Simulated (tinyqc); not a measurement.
Composition against offsets: model-solid line-up of a strained alloy layer on a substrate.

All values of the alloy are linear in x but the gap, Eg(x) = (1 - x) Eg_A + x Eg_B - C x (1 - x), and the valence edge, Ev(x) = (1 - x) Ev_A + x Ev_B + fv C x (1 - x); Ec = Ev + Eg. Ev is the top of the unstrained valence band on a scale common to all materials. In the layer only the Gamma valley of the conduction band is followed, also where an X or L valley would lie lower.

Coherent growth on a (111) face: e_par = (a_s - a)/a, e_perp = -(2 C11 + 4 C12 - 4 C44)/(C11 + 2 C12 + 4 C44) e_par; exx = eyy = ezz = (2 e_par + e_perp)/3 and exy = eyz = ezx = (e_perp - e_par)/3.

Strained edges: Ec + ac tr(e); the valence edges are Ev plus the levels of the 6 x 6 matrix of X, Y, Z times spin with -Dso/3 + l exx + m (eyy + ezz) on the diagonal (cyclic), n exy off it, l = av + 2 b, m = av - b, n = sqrt(3) d. Spin-orbit term (Dso/3) L.sigma on X, Y, Z with (L_k)_ij = -i epsilon_kij: <X+|H|Y+> = -i Dso/3, <X+|H|Z-> = Dso/3, <Y+|H|Z-> = -i Dso/3, <Z+|H|X-> = -Dso/3, <Z+|H|Y-> = i Dso/3, <X-|H|Y-> = i Dso/3, and their conjugates; + and - are the spin along z.

dEc = Ec(substrate) - Ec(layer), dEv = Ev(layer) - Ev(substrate); positive values confine the carrier in the layer. Type I: both of one sign; type II: opposite signs; type III: the gaps do not overlap.

Parameters, chosen for this exercise (A near GaP, B near InP, substrate near Ge; the results hold for these values, not for the real material):

| symbol | value | unit | meaning |
|---|---|---|---|
| a | (5.457, 5.876) | angstrom | lattice constant of A, B |
| Eg | (2.881, 1.414) | eV | gap at Gamma to the s-like level of A, B |
| Dso | (0.08, 0.109) | eV | spin-orbit splitting of A, B |
| Ev | (-1.26, -0.94) | eV | top of the unstrained valence band of A, B |
| ac | (-8.32, -5.93) | eV | conduction deformation potential of A, B |
| av | (1.68, 0.6) | eV | valence hydrostatic potential of A, B |
| b | (-1.58, -2) | eV | tetragonal shear potential of A, B |
| d | (-4.62, -4.99) | eV | trigonal shear potential of A, B |
| C11 | (138.8, 102) | GPa | of A, B |
| C12 | (62, 56.7) | GPa | of A, B |
| C44 | (69.8, 45.7) | GPa | of A, B |
| C | 0.636 | eV | bowing of the gap |
| fv | 0 |  | share of the bowing taken by the valence edge |
| a_s | 5.66 | angstrom | substrate |
| Eg_s | 0.752 | eV | lowest gap of the substrate |
| Ev_s | -0.35 | eV | substrate valence edge |
| face | 111 |  | growth face |

Each composition is strained to the same substrate.

Results:

| x | e_par (%) | relaxed gap (eV) | strained gap (eV) | valence splitting (meV) | dEc (eV) | dEv (eV) | type |
|---|---|---|---|---|---|---|---|
| 0.10 | 2.93 | 2.677 | 2.036 | 323 | -0.684 | -0.600 | I |
| 0.21 | 2.07 | 2.467 | 2.032 | 227 | -0.626 | -0.653 | I |
| 0.33 | 1.16 | 2.256 | 2.028 | 122 | -0.569 | -0.707 | I |
| 0.44 | 0.33 | 2.079 | 2.020 | 31 | -0.522 | -0.746 | I |
| 0.56 | -0.56 | 1.903 | 1.945 | 34 | -0.477 | -0.716 | I |
| 0.67 | -1.35 | 1.757 | 1.848 | 52 | -0.441 | -0.655 | I |
| 0.79 | -2.21 | 1.617 | 1.746 | 60 | -0.410 | -0.584 | I |
| 0.90 | -2.98 | 1.503 | 1.654 | 64 | -0.387 | -0.515 | I |

The alloy matches the substrate at x = 0.484, where the top valence edge changes its character and the splitting passes through zero. The strained gap runs from 2.036 to 1.654 eV, against 2.677 to 1.503 eV for the relaxed alloy: strain takes back part of the change that the composition makes. Strains above 2 % can be kept only in layers of a few nanometres. The line-up is type I throughout, with the layer as the barrier. Where the alloy is indirect its X or L edge, left out, lies lower and sets the real gap and dEc.

Run: tinyqc, `OMP_NUM_THREADS=1 python tinyqc.py 1080487 1080488 out.jsonl`; Intel(R) Xeon(R) Processor @ 2.30GHz, one thread, shared host; about 0.02 s of CPU time with all checks.
